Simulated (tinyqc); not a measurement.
Charge imbalance from the loss of breakdown voltage.

Problem. In a superjunction of pillar doping N and length Lp an imbalance dl lowers BV by q |dl| N Lp^2/(4 eps0 eps_r), as long as the field reaches through the pillar. Find |dl| and the net dose error |dl| N wp.

Parameters, values chosen for the exercise:
- eps_r = 11.9 (relative permittivity of the semiconductor)
- wp = 2 um (width of each pillar)

Constants: q = 1.602176634e-19 C, eps0 = 8.8541878128e-14 F/cm where lengths are in cm. Results are converted to the units shown.

BV balanced and BV measured (V): 320  224.28127
N = 1.3350002e16 cm^-3
Lp = 15.451366 um

Solution. The loss is linear in |dl|; its sign cannot be told from BV.

|dl| = 7.90 %
dose error = 2.11e11 cm^-2

Program tinyqc, `OMP_NUM_THREADS=1 python tinyqc.py 2590056 2590057 out.jsonl`; Intel Xeon 2.30GHz, shared host, one thread, about 0.01 s.
